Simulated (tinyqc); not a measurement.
Three ways to interpolate a mass: alloy A(1-x)B(x) by interpolation with bowing.

Each gap follows E(x) = (1 - x) E_A + x E_B - C x (1 - x); the lattice constant follows Vegard, a(x) = (1 - x) a_A + x a_B.

Mass at Gamma from the Kane formula 1/m = F + Ep (Eg + 2 Dso/3)/(Eg (Eg + Dso)). F is fixed by the masses of A and B and interpolated linearly, as is Ep; Eg and Dso carry their bowing.

Values chosen for the exercise (A near Ge, B near Si; shifted at random, so the results belong to these values and not to a real crystal): Eg = (0.911, 4.175) eV (gap at Gamma to the s-like level of A, B); Dso = (0.287, 0.044) eV (spin-orbit splitting of A, B); Ep = (26.1, 21.4) eV (Kane energy of A, B); me = (0.0377, 0.2023) m0 (electron mass at Gamma of A, B); C = (0.176, 0.217, 0.03) eV (bowing of the Gamma, X and L gaps); Cs = 0 eV (bowing of Dso).

Linear in m, linear in 1/m, and the Kane formula.

Masses (m0):
```
x      Eg (eV)  linear in m  linear in 1/m    Kane  Kane m/Eg (1/eV)
0.000    0.911       0.0377         0.0377  0.0377            0.0414
0.125    1.300       0.0583         0.0420  0.0536            0.0412
0.250    1.694       0.0789         0.0473  0.0703            0.0415
0.375    2.094       0.0994         0.0543  0.0882            0.0421
0.500    2.499       0.1200         0.0636  0.1075            0.0430
0.625    2.910       0.1406         0.0767  0.1282            0.0441
0.750    3.326       0.1611         0.0967  0.1507            0.0453
0.875    3.748       0.1817         0.1309  0.1753            0.0468
1.000    4.175       0.2023         0.2023  0.2023            0.0485
```

At x = 0.5 the three give 0.1200, 0.0636 and 0.1075; judged by the largest distance, the Kane value is closer to the interpolation in m (largest distances 0.0125 m0 from the rule in m, 0.0540 m0 from the rule in 1/m). The ratio m/Eg varies by a factor of 1.18 while the gap varies by 4.58; a constant ratio is the two-band rule m = Eg/Ep at fixed Ep.

Computed by tinyqc, a small Python program: `OMP_NUM_THREADS=1 python tinyqc.py 1050370 1050371 out.jsonl` (the numbers bound the seed that draws the inputs); one thread of a shared host (Intel(R) Xeon(R) Processor @ 2.30GHz), about 0.01 s for the whole set of steps.
